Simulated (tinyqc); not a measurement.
CCSD on RHF in the 3-21g basis, for H-, spin multiplicity 1, step by step. The basis has no diffuse functions, so it cannot describe the extra electron: this is an exercise in the method, not the real anion. Computed by tinyqc, a small Python program that keeps every step (integrals from PySCF). Settings: charge = -1, multiplicity = 1, basis = 3-21g, method = RHF, energy threshold = 1e-10, iteration cap = 61, orthogonalisation = symmetric, start = Wolfsberg-Helmholz matrix, DIIS depth = 6, amplitude equations = CCSD, DIIS depth for amplitudes = 6, cap on updates = 69. Command: `OMP_NUM_THREADS=1 python tinyqc.py 26151 26152 out.jsonl` (the two numbers bound the seeds that draw the settings). One thread of a shared host (Intel(R) Xeon(R) Processor @ 2.60GHz), about 0.2 s of CPU time with the checks. Later iterations appear only in the table of the cycle.

## One-electron integrals

Geometry (angstrom):
```
atom        x        y        z
H     0.00000  0.00000  0.00000
```

Basis 3-21g: exponents (1/bohr^2) and contraction coefficients of normalised primitives:
```
element  l (shell)  exponent  coefficient
H            s (1)   5.44718      0.15628
H            s (1)   0.82455      0.90469
H            s (2)   0.18319      1.00000
```

Overlap, kinetic and nuclear-attraction integrals over the contracted functions; the nuclear repulsion is the sum of Za Zb / Rab.

nuclear repulsion = 0 hartree

overlap S, order 1H 1s, 1H 2s:
$$\begin{pmatrix}
1.00000 & 0.64590 \\
0.64590 & 1.00000
\end{pmatrix}$$

kinetic energy T (hartree), order 1H 1s, 1H 2s:
$$\begin{pmatrix}
1.54940 & 0.29315 \\
0.29315 & 0.27479
\end{pmatrix}$$

nuclear attraction V (hartree), order 1H 1s, 1H 2s:
$$\begin{pmatrix}
-1.72092 & -0.78266 \\
-0.78266 & -0.68300
\end{pmatrix}$$

core Hamiltonian H = T + V (hartree), order 1H 1s, 1H 2s:
$$\begin{pmatrix}
-0.17151 & -0.48951 \\
-0.48951 & -0.40822
\end{pmatrix}$$

## Two-electron integrals

Functions are numbered as in S; the eight-fold symmetry (ij|kl) = (ji|kl) = (kl|ij) leaves the list below.

Two-electron integrals (ij|kl) in chemists' order, unique and non-zero (hartree):
```
(11|11) 1.14014   (21|11) 0.61140   (21|21) 0.34515   (22|11) 0.62637
(22|21) 0.38033   (22|22) 0.48296
```

## Orthogonalisation

S = U s U^T; symmetric (Loewdin) form X = U s^(-1/2) U^T, so that X^T S X = 1.

eigenvalues of S: [0.35410, 1.64590]

X, order 1H 1s, 1H 2s:
$$\begin{pmatrix}
1.22998 & -0.45051 \\
-0.45051 & 1.22998
\end{pmatrix}$$

## Starting guess

The start is the generalised Wolfsberg-Helmholz matrix (K = 1.75) built on H; D = 2 C_occ C_occ^T.

D at the start, order 1H 1s, 1H 2s:
$$\begin{pmatrix}
0.07504 & 0.33467 \\
0.33467 & 1.49264
\end{pmatrix}$$

## Iteration 1: building the Fock matrix

J_ij = sum D_kl (ij|kl), K_ij = sum D_kl (ik|jl); F = H + J - 0.5 K; E = tr D H + tr D J / 2 - 0.25 tr D K + E_nn.

Coulomb J (hartree), order 1H 1s, 1H 2s:
$$\begin{pmatrix}
1.42973 & 0.84460 \\
0.84460 & 1.02245
\end{pmatrix}$$

exchange K (hartree), order 1H 1s, 1H 2s:
$$\begin{pmatrix}
1.00998 & 0.93871 \\
0.93871 & 1.00135
\end{pmatrix}$$

Fock matrix F (hartree), order 1H 1s, 1H 2s:
$$\begin{pmatrix}
0.75323 & -0.11427 \\
-0.11427 & 0.11356
\end{pmatrix}$$

total energy of this density = -0.4001494 hartree

## Iteration 1: diagonalisation and new density

Diagonalise F' = X^T F X, C = X C', fill 1 alpha and 1 beta electrons from the bottom; D = 2 C_occ C_occ^T. Each column has its largest component positive (the first on a tie).

F' = X^T F X (hartree):
$$\begin{pmatrix}
1.28921 & -0.67637 \\
-0.67637 & 0.45131
\end{pmatrix}$$

orbital energies (hartree): MO1 0.07465, MO2 1.66588

coefficients C, order 1H 1s, 1H 2s:
$$\begin{pmatrix}
0.20483 & 1.29378 \\
0.85540 & -0.99202
\end{pmatrix}$$

D after iteration 1, order 1H 1s, 1H 2s:
$$\begin{pmatrix}
0.08391 & 0.35042 \\
0.35042 & 1.46342
\end{pmatrix}$$

## Iteration 4 (converged): orbitals

converged F (hartree), order 1H 1s, 1H 2s:
$$\begin{pmatrix}
0.75488 & -0.11383 \\
-0.11383 & 0.11697
\end{pmatrix}$$

As before.

F' = X^T F X (hartree):
$$\begin{pmatrix}
1.29191 & -0.67842 \\
-0.67842 & 0.45632
\end{pmatrix}$$

orbital energies (hartree): MO1 0.07737, MO2 1.67086

coefficients C, order 1H 1s, 1H 2s:
$$\begin{pmatrix}
0.20650 & 1.29351 \\
0.85412 & -0.99312
\end{pmatrix}$$

D after iteration 4, order 1H 1s, 1H 2s:
$$\begin{pmatrix}
0.08529 & 0.35275 \\
0.35275 & 1.45903
\end{pmatrix}$$

## Convergence

Stop when the energy changes by less than 1e-10 hartree and every element of the error matrix X^T (F D S - S D F) X is below 3e-06.

Course of the cycle:
```
iteration  E (hartree)     change  largest element of the error matrix
1           -0.4001494          -                             2.74e-02
2           -0.4004156  -2.66e-04                             3.59e-03
3           -0.4004202  -4.64e-06                             3.60e-06
4           -0.4004202  -3.83e-12                             1.53e-06
```

PySCF RHF in the same basis = -0.4004202 hartree

Converged in 4 iterations.

## Populations

Mulliken: Z minus the diagonal of D S on the atom; Loewdin: the same with S^(1/2) D S^(1/2).

Charges (e):
```
atom  Mulliken   Loewdin
1H    -1.00000  -1.00000
```

## Integrals over molecular orbitals

(pq|rs) = sum C_ip C_jq C_kr C_ls (ij|kl), one index at a time.

one-electron integrals over orbitals h = C^T H C (hartree):
$$\begin{pmatrix}
-0.47779 & -0.13997 \\
-0.13997 & 0.56808
\end{pmatrix}$$

Two-electron integrals over orbitals (pq|rs), unique and non-zero (hartree):
```
(11|11) 0.55516   (21|11) 0.13997   (21|21) 0.13775   (22|11) 0.62027
(22|21) 0.25087   (22|22) 0.82322
```

## CCSD: starting amplitudes

t_ij^ab = <ij||ab> / (e_i + e_j - e_a - e_b), whose energy is MP2.

Starting amplitudes (spin orbitals 1a, 1b, ...; amplitudes related by a flip of all spins are not repeated):
```
from      to         t
1a 1b  2a 2b  -0.04322
```

correlation energy = -0.0059543 hartree

## CCSD: amplitude update 1

t_i^a D_i^a and t_ij^ab D_ij^ab are set to the remaining terms of the spin-orbital equations, evaluated with the old amplitudes; for the doubles these are <ij||ab> + 1/2 <ab||ef> t_ij^ef + 1/2 <mn||ij> t_mn^ab + P(ij)P(ab) <mb||ej> t_im^ae + terms in t^2 + terms with t1, D the orbital-energy denominators.

Amplitudes after update 1 (spin orbitals 1a, 1b, ...; amplitudes related by a flip of all spins are not repeated):
```
from      to         t
1a 1b  2a 2b  -0.05436
1a        2a   0.00301
```

correlation energy = -0.0074874 hartree

## CCSD: amplitude update 2

As before.

Amplitudes after update 2 (spin orbitals 1a, 1b, ...; amplitudes related by a flip of all spins are not repeated):
```
from      to         t
1a 1b  2a 2b  -0.05743
1a        2a   0.00442
```

correlation energy = -0.0079081 hartree

## CCSD: convergence

E_corr = 1/4 sum <ij||ab> t_ij^ab + 1/2 sum <ij||ab> t_i^a t_j^b; stop when the norm of the change is below 1e-8.

Course of the amplitude iterations:
```
update  correlation energy (hartree)  norm of the change
0                         -0.0059543                   -
1                         -0.0074874            2.27e-02
2                         -0.0079081            6.45e-03
3                         -0.0080800            1.91e-03
4                         -0.0080809            3.69e-05
5                         -0.0080809            9.34e-08
6                         -0.0080809            3.68e-08
7                         -0.0080809            2.29e-08
8                         -0.0080809            1.66e-08
9                         -0.0080809            1.71e-12
```

Converged amplitudes (spin orbitals 1a, 1b, ...; amplitudes related by a flip of all spins are not repeated):
```
from      to         t
1a 1b  2a 2b  -0.05869
1a        2a   0.00518
```

CCSD total energy = -0.4085011 hartree

T1 diagnostic, norm of the one-spin t1 over sqrt(correlated electrons) = 0.00366

Converged in 9 updates, with DIIS from the third.
